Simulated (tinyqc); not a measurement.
Inside a calculation. Model: cluster expansion of a binary alloy: correlations, fit, cross-validation and ground states. Computed by tinyqc, a small Python program that keeps every step. Command: `OMP_NUM_THREADS=1 python tinyqc.py 3004240 3004241 out.jsonl clex walk`. One thread of a shared host (Intel(R) Xeon(R) Processor @ 2.30GHz), about 0.04 s of CPU time with the checks. Intermediate numbers are printed to about 6 digits and carried at full precision; extremes and crossings named in words are read from the listed rows.

s = +1 for A and -1 for B. Energy per site E = J0 + J1 P(point) + sum over clusters of m V P, with P the mean product of spins; V > 0 on a pair favours unlike neighbours. Clusters per site m: pair 1 4, pair 2 3, pair 3 6, triplet 12; the triplet is two first-neighbour bonds closed by a second-neighbour bond. Formation energies are counted from the line between pure A and pure B, which removes J0 and J1.

Inputs (values chosen for the exercise, for a model alloy):
```
quantity                    value      unit
first-pair interaction V1   -19.2       meV
second-pair interaction V2   -5.7       meV
third-pair interaction V3   -0.17       meV
triplet interaction Vt        4.7       meV
noise amplitude               6.3  meV/site
temperature T                 960         K
fraction x of B               0.2         -
```

Lattice: bcc.

Constants: k_B = 8.617333262e-05 eV/K.

## Design matrix

correlations P, counted on periodic cells:
```
                     point    pair 1    pair 2    pair 3   triplet
A                  1.00000   1.00000   1.00000   1.00000   1.00000
A3B D0_3           0.50000   0.00000   0.00000   1.00000  -0.50000
A3B (001) layers   0.50000   0.00000   0.66667   0.33333   0.16667
A2B C11_b          0.33333  -0.33333   0.55556   0.11111  -0.11111
AB B2              0.00000  -1.00000   1.00000   1.00000   0.00000
AB B32             0.00000   0.00000  -1.00000   1.00000   0.00000
A2B2 B11           0.00000   0.00000   0.33333  -0.33333   0.00000
AB (110) layers    0.00000   0.00000  -0.33333  -0.33333   0.00000
AB2 C11_b         -0.33333  -0.33333   0.55556   0.11111   0.11111
AB3 D0_3          -0.50000   0.00000   0.00000   1.00000   0.50000
AB3 (001) layers  -0.50000   0.00000   0.66667   0.33333  -0.16667
B                 -1.00000   1.00000   1.00000   1.00000  -1.00000
```

Design matrix of formation energies: m (P - 1) for pairs and m (P(triplet) - P(point)) for the triplet; x = (1 - P(point))/2.

X:
```
                   pair 1   pair 2   pair 3   triplet
A                  0.0000   0.0000   0.0000    0.0000
A3B D0_3          -4.0000  -3.0000   0.0000  -12.0000
A3B (001) layers  -4.0000  -1.0000  -4.0000   -4.0000
A2B C11_b         -5.3333  -1.3333  -5.3333   -5.3333
AB B2             -8.0000   0.0000   0.0000    0.0000
AB B32            -4.0000  -6.0000   0.0000    0.0000
A2B2 B11          -4.0000  -2.0000  -8.0000    0.0000
AB (110) layers   -4.0000  -4.0000  -8.0000    0.0000
AB2 C11_b         -5.3333  -1.3333  -5.3333    5.3333
AB3 D0_3          -4.0000  -3.0000   0.0000   12.0000
AB3 (001) layers  -4.0000  -1.0000  -4.0000    4.0000
B                  0.0000   0.0000   0.0000    0.0000
```

## Formation energies

standard normal numbers for the noise (0 for the pure ends): A 0.000, A3B D0_3 1.243, A3B (001) layers 2.065, A2B C11_b -0.914, AB B2 -0.772, AB B32 0.683, A2B2 B11 1.109, AB (110) layers -0.330, AB2 C11_b 0.803, AB3 D0_3 -0.049, AB3 (001) layers 1.160, B 0.000

Exact: X V with V = (V1, V2, V3, Vt). The data to fit add the noise amplitude times the normal numbers, standing for what the clusters leave out.

exact energies (meV/site): A 0.000, A3B D0_3 37.500, A3B (001) layers 64.380, A2B C11_b 85.840, AB B2 153.600, AB B32 111.000, A2B2 B11 89.560, AB (110) layers 100.960, AB2 C11_b 135.973, AB3 D0_3 150.300, AB3 (001) layers 101.980, B 0.000

data (meV/site): A 0.000, A3B D0_3 45.331, A3B (001) layers 77.389, A2B C11_b 80.082, AB B2 148.736, AB B32 115.303, A2B2 B11 96.547, AB (110) layers 98.881, AB2 C11_b 141.032, AB3 D0_3 149.991, AB3 (001) layers 109.288, B 0.000

## Normal equations for V1, V2, Vt

Leave out pair 3: A = X^T X and b = X^T E (E being the data with noise) over these three columns; solve A V = b. The root-mean-square error runs over the structures between the pure ends.

matrix A:
```
         V1      V2       Vt
V1  232.889  94.222    0.000
V2   94.222  79.556    0.000
Vt    0.000   0.000  376.889
```

b (meV): -5140.09  -2347.90  1708.59

fitted V1, V2, Vt (meV): -19.4511  -6.4757  4.5334

root-mean-square error of the three-cluster fit = 6.11886 meV/site

The fit misses V1 by -0.25, V2 by -0.78 and Vt by -0.17 meV; the omitted V3 = -0.17 meV and the noise shift the fitted values.

## Which clusters to keep

For each set, H = X (X^T X)^-1 X^T over the structures between the ends; residual e = E - H E; leave-one-out error e_i/(1 - H_ii); both as root mean squares.

Fits:
```
clusters     fit error (meV/site)  leave-one-out error (meV/site)  largest H_ii
V1                        31.3969                         34.9700      0.274809
V1 V2                     28.4958                         32.5405      0.532056
V1 V3                     31.2157                         37.9454      0.511530
V1 V2 Vt                   6.1189                          8.3351      0.532056
V1 Vt                     14.5326                         18.6901      0.450778
V1 V2 V3                  28.4392                         35.0379      0.711777
V1 V3 Vt                  14.1367                         22.4934      0.511530
V1 V2 V3 Vt                5.8497                          9.3494      0.711777
```

leave-one-out error without pair 3 = 8.33513 meV/site

leave-one-out error with all four = 9.34937 meV/site

The fit error can only fall as clusters are added, to 5.85 meV with all four. The leave-one-out error is least for V1 V2 Vt (8.34 meV), and all four give 9.35: the extra terms fit noise more than signal.

## Ground states by the convex hull

Height above the hull = E less the lowest straight line between two structures that bracket x (or the lowest structure at the same x). The three-term fit is X V with the fitted values.

Hull among these structures (meV/site):
```
structure               x  exact E  above hull  fitted E  above hull, fit
A                 0.00000    0.000       0.000     0.000            0.000
A3B D0_3          0.25000   37.500      37.500    42.830           42.830
A3B (001) layers  0.25000   64.380      64.380    66.146           66.146
A2B C11_b         0.33333   85.840      85.840    88.195           88.195
AB B2             0.50000  153.600     153.600   155.608          155.608
AB B32            0.50000  111.000     111.000   116.658          116.658
A2B2 B11          0.50000   89.560      89.560    90.756           90.756
AB (110) layers   0.50000  100.960     100.960   103.707          103.707
AB2 C11_b         0.66667  135.973     135.973   136.551          136.551
AB3 D0_3          0.75000  150.300     150.300   151.632          151.632
AB3 (001) layers  0.75000  101.980     101.980   102.413          102.413
B                 1.00000    0.000       0.000     0.000            0.000
```

lowest exact formation energy = 0 meV/site

Only the pure ends are on the exact hull: at zero temperature the alloy separates. The fit finds the same set. A structure at zero height may lie on a tie line without being a vertex, and structures outside this list could lie lower.

## The random alloy and its short-range order

Random alloy: P(pair) = p^2, P(triplet) = p^3, p = 1 - 2x, so H_mix = (p^2 - 1) sum m V(pairs) + (p^3 - p) m Vt; G_mix = H_mix + k_B T [x ln x + (1 - x) ln(1 - x)]. To first order in 1/T the Warren-Cowley parameter of shell 1 is alpha_1 = -(1 - p^2) V_eff/(k_B T), V_eff = V1 + (number of triplets on a first-neighbour bond) p Vt, that number being 6.

mixing enthalpy H_mix = 39.0912 meV/site

mixing free energy G_mix = -2.30529 meV/site

alpha_1 = 0.0176389

alpha_1 > 0: like neighbours cluster.

Checks made by the program: leave-one-out formula against refits (relative difference below 1e-10).
